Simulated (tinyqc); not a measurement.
Composition of the buffer: band edges of strained Si(1-x)Ge(x) on relaxed Si(1-y)Ge(y).

Values are linear in the Ge fraction but for ED(x) = linear - CD x (1 - x) and a(x) = linear - Ca x (1 - x). Energies are on the common scale of Ev.

Coherent growth on a (110) face: e_par = (a(y) - a(x))/a(x), e_perp = -(C11 + 3 C12 - 2 C44)/(C11 + C12 + 2 C44) e_par; exx = eyy = (e_par + e_perp)/2, ezz = e_par, exy = (e_perp - e_par)/2, eyz = ezx = 0.

A valley with unit axis u lies at Ev + gap + (av + a_valley) tr(e) + Xu (u.e.u - tr(e)/3); the Delta axes are x, y, z and the L axes [111], [1-1-1], [-11-1], [-1-11]. The second-order shift of the Delta valleys under shear is left out; it lowers the pair normal to the sheared plane by tens of meV at a shear of 1 %.

Valence edges: Ev plus the levels of the 6 x 6 matrix of X, Y, Z times spin with -Dso/3 + l exx + m (eyy + ezz) on the diagonal (cyclic), n exy off it, l = av + 2 b, m = av - b, n = sqrt(3) d. Spin-orbit term (Dso/3) L.sigma on X, Y, Z with (L_k)_ij = -i epsilon_kij: <X+|H|Y+> = -i Dso/3, <X+|H|Z-> = Dso/3, <Y+|H|Z-> = -i Dso/3, <Z+|H|X-> = -Dso/3, <Z+|H|Y-> = i Dso/3, <X-|H|Y-> = i Dso/3, and their conjugates; + and - are the spin along z.

Inputs chosen for the exercise (end members near Si and Ge, in this order; the results hold for these values, not for the real material): a = (5.424, 5.654) angstrom (lattice constant); Dso = (0.044, 0.291) eV (spin-orbit splitting); av = (2.5, 1.23) eV (valence hydrostatic potential); b = (-2.1, -2.53) eV (tetragonal shear potential); d = (-4.8, -5.31) eV (trigonal shear potential); C11 = (164.5, 127.2) GPa; C12 = (63.8, 48.5) GPa; C44 = (79.4, 67.8) GPa; Ev = (0, 0.71) eV (top of the unstrained valence band); ED = (1.156, 0.926) eV (gap to the Delta valleys); EL = (2.006, 0.746) eV (gap to the L valleys); aD = (1.57, 1.27) eV (hydrostatic potential of the Delta gap); aL = (-2.81, -2.82) eV (hydrostatic potential of the L gap); XuD = (9.52, 9.14) eV (uniaxial potential, Delta); XuL = (16.18, 15.24) eV (uniaxial potential, L); CD = 0.187 eV (bowing of the Delta gap); Ca = 0.026 angstrom (bowing of the lattice constant); face = 110 (growth face); x = 1 (Ge fraction of the layer).

The layer is kept. dEc = Ec(buffer) - Ec(layer), dEv = Ev(layer) - Ev(buffer); buffer edges Ev(y) and Ev(y) + min(ED, EL). The digit behind Delta or L counts whole valleys.

Results:
```
y,e_par (%),lowest valleys,gap (eV),next valleys above (meV),valence splitting (meV),dEc (eV),dEv (eV)
0.45,-2.35,L2,0.577,99,127,-0.017,0.446
0.53,-2.03,L2,0.600,110,117,0.006,0.381
0.69,-1.36,L2,0.648,133,90,0.057,0.252
0.76,-1.06,L2,0.670,143,75,0.082,0.195
0.84,-0.71,L2,0.695,104,54,0.113,0.130
0.92,-0.36,L2,0.720,53,29,0.061,0.065
```

Give the missing row, y = 0.61.

Computed row:
```
y     e_par (%)  lowest valleys  gap (eV)  next valleys above (meV)  valence splitting (meV)  dEc (eV)  dEv (eV)
0.61      -1.70              L2     0.624                       121                      105     0.030     0.317
```

The gap is 0.577 eV in the first row and 0.720 eV in the last. The lowest valleys are L2 throughout. Per 0.1 of y the valence offset moves by -81 meV on average; the conduction offset lies between -17 and +113 meV, not monotonically. Both carriers sit on one side for y = 0.53, 0.61, 0.69, 0.76, 0.84 and 0.92, and on opposite sides elsewhere. Offsets below about 30 meV are within the spread of parameter sets, so those rows do not settle the type. Strains above 2 % can be kept only in layers of a few nanometres.

Computed by tinyqc, a small Python program: `OMP_NUM_THREADS=1 python tinyqc.py 1080962 1080963 out.jsonl` (the numbers bound the seed that draws the inputs); one thread of a shared host (Intel(R) Xeon(R) Processor @ 2.30GHz), about 0.01 s for the whole set of steps.
